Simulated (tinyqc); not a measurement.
Free and trapped electrons in a MOS channel with a dense trap tail: one step of the calculation.

p-type body, charge-sheet picture, full ionisation (an idealisation for deep acceptors), Boltzmann statistics for free electrons. e = Ec - EF at the surface. Acceptor-like traps of density D(E) = D0 + De exp(-E/Ew) at depth E below Ec, from 0 to Eu, hold n_t = integral of D(E)/(1 + exp((e - E)/Vt)). psi = Eg - Vt ln(Nv/Na) - e; N_dep = sqrt(2 eps0 eps_r Na (psi - Vt)/q); n_f = sqrt(N_dep^2 + 2 eps0 eps_r Vt Nc exp(-e/Vt)/q) - N_dep; Vg = Vfb + psi + q (N_dep + n_t + n_f)/Cox, Cox = eps0 eox/tox.

Question. Charges and gate voltage. psi, N_dep, n_f and Vg as defined, with the n_t given; free share n_f/(n_f + n_t); apparent mobility mf n_f/(n_f + n_t); gate voltage spent on traps q n_t/Cox.

Parameters, values chosen for the exercise; band and dielectric values close to those of silicon: temperature T = 300 K; band gap Eg = 1.13 eV; relative permittivity eps_r = 11.7; conduction-band density of states at T Nc = 2.81e19 cm^-3; valence-band density of states at T Nv = 2.7e19 cm^-3; relative permittivity of the insulator eox = 3.9; insulator thickness tox = 33 nm; acceptor density Na = 8.3e16 cm^-3; flat-band voltage without trapped charge Vfb = -0.69 V; mobility of free electrons mf = 180 cm^2/(V s); Ec - EF at the surface e = 0.116 eV.

Constants: q = 1.602176634e-19 C, kB = 1.380649e-23 J/K, Vt = kB T/q, eps0 = 8.8541878128e-14 F/cm where lengths are in cm. Results are converted to the units shown.

n_t = 1.4712672e12 cm^-2

Give: psi; N_dep; n_f; Vg; free share; apparent mobility; gate voltage spent on traps.

Answer.

psi = 0.86445 V
N_dep = 9.4873e11 cm^-2
n_f = 5.4168e10 cm^-2
Vg = 3.9627 V
free share = 3.5510 %
apparent mobility = 6.3918 cm^2/(V s)
gate voltage spent on traps = 2.2527 V

Program tinyqc, `OMP_NUM_THREADS=1 python tinyqc.py 2222105 2222106 out.jsonl`; Intel Xeon 2.30GHz, shared host, one thread, about 0.02 s.
